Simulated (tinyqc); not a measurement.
Arrhenius fit: deep-level transient spectroscopy (DLTS) of one majority-carrier trap. Computed by tinyqc, a small Python program. Command: `OMP_NUM_THREADS=1 python tinyqc.py 3015845 3015846 out.jsonl dlts walk`. One thread of a shared host (Intel(R) Xeon(R) Processor @ 2.30GHz), about 0.05 s of CPU time with the checks.

A filling pulse loads the traps in a one-sided junction; under reverse bias they empty at the rate e, and the capacitance relaxes as C(t) = C_0 - dC exp(-e t). The signal is S = [C(t_2) - C(t_1)]/dC.

Inputs (values chosen for the exercise, with mass and screening modelled on ZnSe):
```
quantity                    value  unit
density-of-states mass m     0.15   m_0
valleys M                       1     -
trap depth E_t              0.735    eV
cross-section sigma_0     1.8e-15  cm^2
degeneracy ratio g              2     -
gate time t_1              0.0004     s
ratio t_2/t_1                 2.5     -
```

Carriers: electrons. Extra term: none.

Constants: k_B = 8.617333262e-05 eV/K; k_B = 1.380649e-23 J/K; m_0 = 9.1093837015e-31 kg; h = 6.62607015e-34 J s.

Method:
- e = g sigma v N_b exp(-E/k_B T), v = sqrt(3 k_B T/m), N_b = 2 M (2 pi m k_B T/h^2)^(3/2), sigma = sigma_0, E = E_t.
- S(e) = exp(-e t_1) - exp(-e t_2) peaks at the rate window e_0 = ln(t_2/t_1)/(t_2 - t_1).
- t_1 is scaled by 0.1, 0.3, 1, 3, 10 and 30 at fixed t_2/t_1; each T_p by bisection.
- Least squares of ln(e_0/T_p^2) on 1/(k_B T_p): slope -E_a, intercept ln(gamma sigma_a) with gamma = v N_b/T^2 = sqrt(3 k_B/m) 2 M (2 pi m k_B/h^2)^(3/2). For comparison, the slope of ln e_0 alone.

Arrhenius data:
```
t_1 (s)  e_0 (1/s)  T_p (K)  1/(k_B T_p) (1/eV)  ln(e_0/T_p^2)
0.00004    15271.5  496.953             23.3513       -2.78325
0.00012     5090.5  469.934             24.6939       -3.77005
0.00040     1527.2  443.367             26.1736       -4.85764
0.00120      509.1  421.511             27.5308       -5.85514
0.00400      152.7  399.811             29.0250       -6.95341
0.01200       50.9  381.799             30.3943       -7.95983
```

apparent depth E_a = 0.73500 eV

intercept = 14.380

gamma = 4.8847e+20 cm^-2 s^-1 K^-2

apparent cross-section = 3.6000e-15 cm^2

slope without T^2 = 0.80977 eV

What follows from these numbers?

The apparent depth is 0.7350 eV against E_t = 0.735 eV, and the apparent cross-section is 2.00 times sigma_0: only the degeneracy ratio enters. Leaving out the T^2 factor overstates the slope by 75 meV, about 2 k_B T_p.

Extremes, crossings and ranges named in words are read from the listed rows.
